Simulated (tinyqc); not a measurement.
From results back to parameters: round or elliptic silicon nanowire with anisotropic valleys (Ritz method). Three cases, with inputs chosen for the exercise.

Problem. For a circular wire every level scales as 1/R^2. The lowest level of group A was computed from a hidden radius.

Wire along x = [100] on a (001) wafer, y = [010], z = [001]. Valley groups, two valleys each (w = inverse masses): A, axis along z: w_y = 1/mt, w_z = 1/ml, m_x = mt; B, axis along y: w_y = 1/ml, w_z = 1/mt, m_x = mt; C, axis along x: w_y = w_z = 1/mt, m_x = ml.

Hard wall on the ellipse (y/a)^2 + (z/b)^2 = 1, c = hbar^2/2m0. With u = y/a, v = z/b the operator is -c [(w_y/a^2) d2/du2 + (w_z/b^2) d2/dv2] on the unit disc. Basis (1 - u^2 - v^2) u^i v^j; S, X and Y are the disc integrals of f f', (df/du)(df'/du) and (df/dv)(df'/dv), from the integral of u^p v^q = 2 Gamma((p+1)/2) Gamma((q+1)/2)/((p + q + 2) Gamma((p+q+2)/2)) for even p, q; H = c (w_y X/a^2 + w_z Y/b^2).

Converged values use 21 functions of each parity class (e or o in u, then in v).

Constants: hbar^2/2m0 = 3.80998211 eV angstrom^2.

Find: E R^2/c; R.

Case 1.

Values chosen (out of a larger set: near those of a Si nanowire; not measured data): ml = 0.913 m0 (longitudinal mass); mt = 0.187 m0 (transverse mass).

level = 0.036030 eV

Solution.

E R^2/c = 18.308
R = 44.0 angstrom

Solve once for R = 1 and scale. The mean inverse mass would give 2.404826^2 (1/mt + 1/ml)/2 = 18.630, 1.8 % too high.

Case 2.

Values chosen (out of a larger set: near those of a Si nanowire; not measured data): ml = 0.922 m0 (longitudinal mass); mt = 0.189 m0 (transverse mass).

level = 0.156523 eV

Solution.

E R^2/c = 18.117
R = 21.0 angstrom

Solve once for R = 1 and scale. The mean inverse mass would give 2.404826^2 (1/mt + 1/ml)/2 = 18.436, 1.8 % too high.

Case 3.

Values chosen (out of a larger set: near those of a Si nanowire; not measured data): ml = 0.918 m0 (longitudinal mass); mt = 0.19 m0 (transverse mass).

level = 0.119429 eV

Solution.

E R^2/c = 18.055
R = 24.0 angstrom

Solve once for R = 1 and scale. The mean inverse mass would give 2.404826^2 (1/mt + 1/ml)/2 = 18.369, 1.7 % too high.

Computed by tinyqc, one run a case: `OMP_NUM_THREADS=1 python tinyqc.py N N+1 out.jsonl` with N = 1282522, 1282615, 1282742; one thread of a shared Intel(R) Xeon(R) Processor @ 2.30GHz, about 0.06 s a run at most.
